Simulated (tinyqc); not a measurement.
Germanium share from the critical thickness.

Inverse problem. Critical thickness (Matthews-Blakeslee, 60-degree dislocations): h = bv (1 - nu/4)[ln(h/bv) + 1]/(4 pi e_par (1 + nu)), nu = c12/(c11 + c12). e_par = b1 x. Find e_par and x.

Inputs (values chosen for the exercise):
- b1 = 0.0418 (lattice mismatch per unit x)
- c11 = 161 GPa (elastic constant)
- c12 = 65.2 GPa (elastic constant)
- bv = 0.384 nm (Burgers vector)

critical thickness = 8.2336330 nm

Answer. For given h the relation is explicit in the strain.

e_par = 1.087 %
x = 0.2600

Program tinyqc, `OMP_NUM_THREADS=1 python tinyqc.py 2530026 2530027 out.jsonl`; Intel Xeon 2.30GHz, shared host, one thread, about 0.01 s.
